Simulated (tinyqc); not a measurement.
n-type polysilicon, carrier trapping at grain boundaries: one step of the calculation.

One-dimensional grains of size Lg, uniform ionised doping N, monovalent traps Qt at each boundary at a depth Et below (for electrons) or above (for holes) the band edge there, abrupt depletion of width W on each side of a boundary, Boltzmann statistics. xi is the distance from the band edge at the grain centre to the Fermi level. Trapped charge Qt/(1 + exp((xi + VB - Et)/Vt)) = 2 N W, barrier VB = q N W^2/(2 eps0 eps_r).

Question. Resistivity and effective mobility. n0 = NB exp(-xi/Vt); mean density n0 (1 - 2 W/Lg) by charge balance in a partly depleted grain, and n0 (sqrt(pi)/2) erf(u)/u with u = sqrt(VB/Vt) in a fully depleted one; v = sqrt(kB T/(2 pi ms m0)); barrier resistivity Vt exp(VB/Vt)/(q fe n0 v Lg); grain resistivity (1 - 2 W/Lg)/(q n0 mug); effective mobility 1/(q mean density total resistivity).

Inputs (values chosen for the exercise); values of the order met in polycrystalline silicon:
```
symbol    value        unit                                 meaning
T           250           K                             temperature
NB      2.13e19       cm^-3  conduction-band density of states at T
Lg           56          nm                              grain size
ms         0.47          m0            mass for thermionic emission
fe            1              correction factor of the emission rate
mug         130  cm^2/(V s)              mobility inside the grains
```

Constants: q = 1.602176634e-19 C, kB = 1.380649e-23 J/K, m0 = 9.1093837015e-31 kg, Vt = kB T/q. Results are converted to the units shown.

W = 16.173236 nm
xi = 0.057159676 V
VB = 0.30341071 V

Give: n0; mean density; v; barrier resistivity; grain resistivity; resistivity; effective mobility.

Answer.

n0 = 1.500e18 cm^-3
mean density = 6.336e17 cm^-3
v = 3.582e6 cm/s
barrier resistivity = 5844 ohm cm
grain resistivity = 0.01352 ohm cm
resistivity = 5844 ohm cm
effective mobility = 0.001686 cm^2/(V s)

The resistivity is 1.83e5 times that of a single crystal with the same N and mobility mug, and the mean density is 42.2 % of N.

Computed by the program tinyqc: `OMP_NUM_THREADS=1 python tinyqc.py 2830142 2830143 out.jsonl`, one thread of a shared Intel Xeon 2.30GHz, about 0.01 s for the whole run.
